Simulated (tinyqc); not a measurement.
# Transfer-length model of a contact: effect of the sheet resistance

A metal contact of length d and width W on a thin layer of the same width. The metal has no resistance, the sheet resistance under it equals Rsh, and current enters the layer at the front edge x = 0.

Transfer length Lt = sqrt(rc/Rsh); front resistance Rc = (Rsh Lt/W) coth(d/Lt); end resistance Re = (Rsh Lt/W)/sinh(d/Lt).

Parameters, values chosen for the exercise:
- rc = 2.5e-6 ohm cm^2 (specific contact resistivity)
- d = 0.91 um (contact length)
- W = 160 um (contact width)

Effect of the sheet resistance:
```
Rsh (ohm/sq)	Lt (um)	d/Lt	Rc W (ohm um)	Re W (ohm um)
7.2	5.893	0.1544	276.9	273.6
22	3.371	0.2699	281.4	271.4
68	1.917	0.4746	295.0	264.7
210	1.091	0.8340	335.7	245.3
650	0.6202	1.467	448.4	196.3
2000	0.3536	2.574	715.4	108.5
6100	0.2024	4.495	1235	27.58
```

Read the table: what changes, and by how much?

Rc W rises from 277 to 1240 ohm um while Re W falls from 274 to 27.6 ohm um; for Rsh going to zero both tend to rc/d = 275 ohm um. A larger Rsh shortens Lt and crowds the current to the front edge.

Computed by the program tinyqc: `OMP_NUM_THREADS=1 python tinyqc.py 2760061 2760062 out.jsonl`, one thread of a shared Intel Xeon 2.30GHz, about 0.01 s for the whole run.
